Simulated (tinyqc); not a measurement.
Inside a calculation. Method: plane-wave Kohn-Sham cycle with exchange-only LDA in a layered model solid. One step of it, computed by the program tinyqc.

Task: Iteration 1: levels at that k. Diagonalise the Hermitian matrix.

H (hartree), order -2, -1, +0, +1, +2:
$$\begin{pmatrix}
0.373903 & -0.385000 & -0.040000 & 0.000000 & 0.000000 \\
-0.385000 & -0.037330 & -0.385000 & -0.040000 & 0.000000 \\
-0.040000 & -0.385000 & -0.174408 & -0.385000 & -0.040000 \\
0.000000 & -0.040000 & -0.385000 & -0.037330 & -0.385000 \\
0.000000 & 0.000000 & -0.040000 & -0.385000 & 0.373903
\end{pmatrix}$$

Give: eigenvalues.

Result:

eigenvalues (hartree): [-0.7568, -0.2391, 0.2018, 0.6157, 0.6771]
